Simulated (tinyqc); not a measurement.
Comparisons within one model: optical gain and spontaneous emission in a bulk direct-gap semiconductor. A value that a table varies takes the place of the one given here.

Parabolic bands, vertical transitions, no excitons. For each hole band j: mr = me mj/(me + mj); joint density of states J_j(E) = (mr/c)^(3/2) sqrt(E - Eg)/(2 pi^2), both spins, c = hbar^2/2m0; averaged matrix element |e.p|^2 = m0 Ep/6; alpha_j(E) = 4 pi^2 alpha_f c Ep J_j/(3 nr E) in 1/angstrom (alpha_f the fine-structure constant, listed as alpha among the constants), times 1e8 for 1/cm.

F_j(eta) = (1/Gamma(j + 1)) integral_0^infinity x^j dx/(1 + exp(x - eta)), which tends to exp(eta) for eta << 0.

Quasi-Fermi levels: n = Nc F_1/2(Fc/kT) and p = Nv F_1/2(Fv/kT), Fc counted up from the conduction edge and Fv down from the valence edge; Nc, Nv from N = 2 (m kB T/(4 pi c))^(3/2) with c = hbar^2/2m0, in 1/angstrom^3; times 1e24 for 1/cm^3, with me and (mhh^(3/2) + mlh^(3/2))^(2/3).

For band j the electron sits at Ee = (E - Eg) mr/me above its edge and the hole at Eh = (E - Eg) mr/mj; fe = 1/(1 + exp((Ee - Fc)/kT)), fh = 1/(1 + exp((Eh - Fv)/kT)); gain g = sum_j alpha_j (fe + fh - 1).

Spontaneous rate: R = integral of (nr E/(hbar c))^2/(pi^2 hbar) sum_j alpha_j fe fh dE, with alpha in 1/cm and (nr E/(hbar c))^2 in 1/cm^2 (1e16 per 1/angstrom^2); B = R/(n p); lifetime n/R.

Constants: hbar^2/2m0 = 3.80998211 eV angstrom^2; fine-structure constant alpha = 0.007297352564; kB = 8.617333262e-05 eV/K; hbar = 6.58211957e-16 eV s; hbar c = 1973.269805 eV angstrom.

Inputs chosen for the exercise (near those of GaAs; not measured data):
```
symbol  value   unit    meaning
Eg      1.466   eV      direct gap
me      0.0695  m0      electron mass
mhh     0.522   m0      heavy-hole mass
mlh     0.0787  m0      light-hole mass
Ep      25.7    eV      Kane energy
nr      3.6             refractive index
T       400     K
n       3e+18   1/cm^3  injected density, n = p
```

## Peak gain against injection

The peak is the largest g over E; a dash marks no gain.

Gain:
```
n (1/cm^3)  Fc (eV)  Fv (eV)  peak gain (1/cm)  peak E - Eg (eV)  B (cm^3/s)
1.0e+18      0.0288  -0.0935                 -                 -    1.42e-10
1.6e+18      0.0548  -0.0768                 -                 -    1.34e-10
2.3e+18      0.0786  -0.0638                56            0.0051    1.25e-10
2.8e+18      0.0932  -0.0566               210            0.0132    1.20e-10
3.6e+18      0.1142  -0.0473               493            0.0254    1.13e-10
4.6e+18      0.1377  -0.0381               845            0.0393    1.05e-10
6.0e+18      0.1672  -0.0278              1300            0.0568    9.63e-11
8.0e+18      0.2050  -0.0164              1871            0.0780    8.65e-11
```

transparency density (Fc + Fv = 0) = 2.00e+18 1/cm^3

What can be read from the table?

Gain starts at 2.00e+18 1/cm^3, where Fc = -Fv = 0.0689 eV: with Nv/Nc = 22 the electrons must be degenerate before the holes are. The slope of peak gain against n is 3.08e-16 cm^2 between the first two rows with gain and 2.85e-16 between the last two; the peak moves from 0.0051 to 0.0780 eV above the gap as the bands fill, and B falls by a factor 1.65. Line broadening and gap shrinkage are left out.

## Gain spectrum

At the density n.

Spectrum:
```
E - Eg (eV)  alpha, empty (1/cm)  fe, heavy  fh, heavy  g (1/cm)
0.005                       1906      0.939      0.170       205
0.010                       2686      0.931      0.168       259
0.020                       3773      0.913      0.163       273
0.030                       4590      0.890      0.158       209
0.045                       5565      0.847      0.152        -7
0.060                       6363      0.790      0.145      -363
0.080                       7253      0.693      0.137     -1066
0.100                       8005      0.575      0.129     -2021
0.130                       8956      0.386      0.118     -3779
0.170                       9991      0.184      0.104     -6178
0.220                      11028      0.059      0.090     -8571
```

Fc + Fv = 0.0446 eV

How do the results move?

g is positive below E - Eg = 0.0446 eV; the largest value listed is 273 1/cm at 0.020 eV. At 0.220 eV above the gap g is -0.78 times the absorption of the empty crystal, whose limit is -1.

## Transparency density and B against temperature

Eg is held fixed; B is taken at n = 1e15 1/cm^3.

Results:
```
T (K)  transparency density (1/cm^3)  Fc/kT there  B (cm^3/s)
100                         2.50e+17        1.998    1.25e-09
150                         4.59e+17        1.998    6.82e-10
200                         7.06e+17        1.998    4.45e-10
250                         9.87e+17        1.998    3.20e-10
300                         1.30e+18        1.998    2.44e-10
350                         1.63e+18        1.998    1.95e-10
400                         2.00e+18        1.998    1.60e-10
500                         2.79e+18        1.998    1.16e-10
```

What can be read from the table?

Fc/kT at transparency stays at 1.998, since it depends on Nv/Nc alone, so the density goes as T^1.50. B goes as T^-1.48, against T^-1.5 for non-degenerate carriers: hot carriers spread over k and fewer pairs share a wave vector.

## What moves transparency and gain

Transparency is Fc + Fv = 0; the peak is the largest g over E at the density n (0 if none). Each row changes one parameter from the base and keeps the others.

Results:
```
case                transparency density (1/cm^3)  Fc + Fv (eV)  peak gain (1/cm)
base                                     2.00e+18        0.0446               279
me = 0.0799 m0                           2.29e+18        0.0286               192
mhh = 0.313 m0                           1.54e+18        0.0714               710
Ep = 28.3 eV                             2.00e+18        0.0446               307
T = 440 K                                2.30e+18        0.0311               151
n = 3.9e+18 1/cm^3                       2.00e+18        0.0772               600
nr = 3.78                                2.00e+18        0.0446               265
```

What can be read from the table?

The largest shifts from the base row, up to three for each result and ties (the steps differ in size, so this ranks the rows, not the parameters). transparency density (1/cm^3): mhh -4.56e+17, T +3.07e+17, me +2.88e+17; unchanged at the printed digits by Ep, n and nr. Fc + Fv (eV): n +0.0326, mhh +0.0267, me -0.0161; unchanged at the printed digits by Ep and nr. peak gain (1/cm): mhh +431, n +321, T -128.

(tinyqc, `OMP_NUM_THREADS=1 python tinyqc.py 1650008 1650009 out.jsonl`, Intel(R) Xeon(R) Processor @ 2.30GHz, 1 thread, shared host, about 0.09 s.)
